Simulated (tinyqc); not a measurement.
Small-signal admittance of a forward-biased p+-n diode: one step of the calculation.

Holes injected into a neutral base of width wb with an ohmic contact at its end; low injection, p0 far above the equilibrium density. A small voltage v exp(i w t), w = 2 pi f, modulates the edge density by p0 v/Vt, and the small-signal density obeys Dp d2p/dx2 = (1/tau + i w) p.

Question. The same by finite differences. 6 equal intervals, h = wb/6; u = small-signal density over its edge value, u_0 = 1, u_6 = 0; u_(i-1) + b u_i + u_(i+1) = 0 with b = -2 - h^2 (1/tau + i w)/Dp; Y = (q Dp p0/(Vt h)) (-b/2 - u_1), which includes the half box at the edge.

Values chosen for this exercise; permittivity close to that of germanium:
- T = 300 K (temperature)
- Dp = 44 cm^2/s (hole diffusion coefficient)
- tau = 6e-8 s (hole lifetime)
- wb = 6.5 um (width of the neutral base)
- p0 = 1.2e13 cm^-3 (excess hole density at the junction edge)
- f = 9e6 Hz (signal frequency)

Constants: q = 1.602176634e-19 C, kB = 1.380649e-23 J/K, Vt = kB T/q. Results are converted to the units shown.

Wanted: b; u; Y on the mesh.

Answer.

b = -2.004-0.015i
u, node 1 to 5: [0.8256-0.0224i, 0.6553-0.0324i, 0.4883-0.0327i, 0.3240-0.0258i, 0.1615-0.0141i]
Y on the mesh = 5.334+0.904i S/cm^2

Computed by the program tinyqc: `OMP_NUM_THREADS=1 python tinyqc.py 2890206 2890207 out.jsonl`, one thread of a shared Intel Xeon 2.30GHz, about 0.01 s for the whole run.
